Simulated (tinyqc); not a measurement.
# From one set of inputs to another, one input at a time

Model: two-dimensional dopant profile at a mask edge: lateral junction, overlap and effective channel length. Computed by tinyqc, a small Python program. Command: `OMP_NUM_THREADS=1 python tinyqc.py 3003813 3003814 out.jsonl lateral ladder`. One thread of a shared host (Intel(R) Xeon(R) Processor @ 2.30GHz), about 0.01 s of CPU time with the checks.

Ions enter for y < 0; the mask (spacer, then gate) covers y > 0. x is the depth. The surface reflects dopant during the anneal.

The inputs printed are set A. Inputs not listed in the table keep their values of set A, so the rows need not describe a real material.

Inputs (values chosen for the exercise, modelled on a source-drain extension in silicon): dose Q = 1.6e+15 1/cm^2; projected range R_p = 3.2 nm; vertical straggle = 1.3 nm; lateral straggle = 0.67 nm; anneal budget D t = 3.6e-15 cm^2; channel doping C_B = 9.7e+17 1/cm^3; gate length L_g = 36 nm; offset spacer = 0.91 nm; oxide thickness = 3.1 nm.

Constants: eps_0 = 8.8541878128e-12 F/m.

Method:
- Widths s_x^2 = (vertical straggle)^2 + 2 D t, s_y^2 = (lateral straggle)^2 + 2 D t. C(x, y) = V(x) (1/2) erfc(y/(sqrt2 s_y)), V(x) = Q/(sqrt(2 pi) s_x) [exp(-(x - R_p)^2/(2 s_x^2)) + exp(-(x + R_p)^2/(2 s_x^2))]; 1 nm = 1e-7 cm.
- The vertical junction far from the mask solves V(x) = C_B.
- The lateral junction at depth x solves C = C_B: y_j(x) = sqrt2 s_y erfc^-1(2 C_B/V(x)). Overlap under the gate = y_j(0) - spacer; metallurgical channel L_met = L_g - 2 overlap (tails from the two sides are not added).
- Abruptness at y_j(0) in nm per decade = ln(10) s_y sqrt(pi/2) exp(u^2) erfc(u), u = y_j/(sqrt2 s_y). Overlap capacitance per width = 3.9 eps_0 overlap/t_ox (zero if there is no overlap).

Each row keeps all changes above it:
```
input moved                     from       to  metallurgical channel L_met (nm)  lateral abruptness (nm/decade)  ratio y_j(0)/x_j
set A                              -        -                             31.13                           0.739           0.35047
vertical straggle (nm)           1.3       24                             31.54                           0.779           0.03652
gate length L_g (nm)              36      390                            385.54                           0.779           0.03652
channel doping C_B (1/cm^3)  9.7e+17  1.1e+18                            385.63                           0.788           0.03639
offset spacer (nm)              0.91       14                            411.81                           0.788           0.03639
anneal budget D t (cm^2)     3.6e-15  1.3e-12                            327.43                          11.973           0.44986
projected range R_p (nm)         3.2       49                            343.47                          14.025           0.26030
dose Q (1/cm^2)              1.6e+15  5.9e+14                            356.52                          16.233           0.22970
```

Metallurgical channel L_met goes from 31.1 to 357, a factor 11.5 in all. The largest single move comes from gate length L_g (a factor 12.2). Lateral abruptness goes from 0.739 to 16.2, a factor 22.0 in all. The largest single move comes from anneal budget D t (a factor 15.2). Ratio y_j(0)/x_j goes from 0.350 to 0.230, a factor 0.655 in all. The largest single move comes from anneal budget D t (a factor 12.4), but it runs against the net change; the largest move in the direction of the net change is vertical straggle (a factor 0.104). The single moves hold for this order of the switches; the total does not depend on the order.

Caution (rows set A, vertical straggle, gate length L_g, channel doping C_B, offset spacer, anneal budget D t): the peak exceeds usual solubilities, so part of the dose is inactive and diffusion is concentration dependent. Caution (rows set A, projected range R_p, dose Q): the profile peaks below the surface, where the junction reaches further under the gate than y_j(0); the overlap given is the one at the surface.

Extremes, crossings and ranges named in words are read from the listed rows.
